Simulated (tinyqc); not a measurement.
Solid solubility of a dopant against its melt (retrograde solidus), clustering and the electrically active fraction: one step, computed by the program tinyqc.

Question. Active fraction after the anneal. A highly soluble donor (another dopant than that of the solidus) is limited by clustering. Donors N_a are active, and clusters hold m atoms each: N_t = N_a + m C, m C = N* (N_a/N*)^m, with N*(T) = N*(1273 K) exp[-(E_b/k_B)(1/T - 1/1273)]. Resistivity = 1/(e mu N_a).

Inputs (values chosen for the exercise, of the order of those of copper in silicon for the solubility):
```
quantity,value,unit
total dopant density N_t,3.8e+20,1/cm^3
atoms per cluster m,3,-
cluster scale N* at 1273 K,3.2e+20,1/cm^3
activation energy E_b of the cluster scale,0.46,eV
anneal temperature T_a,1350,K
mobility mu,80,cm^2/(V s)
```

Clustering: clusters of m atoms, electrons left out.

Constants: k_B = 8.617333262e-05 eV/K; e = 1.602176634e-19 C.

Give: N*(T_a); active density N_a; active fraction; resistivity.

Answer.

N*(T_a) = 4.065e+20 1/cm^3

active density N_a = 2.660e+20 1/cm^3

active fraction = 0.7001

resistivity = 0.2933 milliohm cm

Doubling the dose would raise N_a by only 48 %. Caution: this clustering law is a generic form; degeneracy and a doping-dependent mobility are left out.
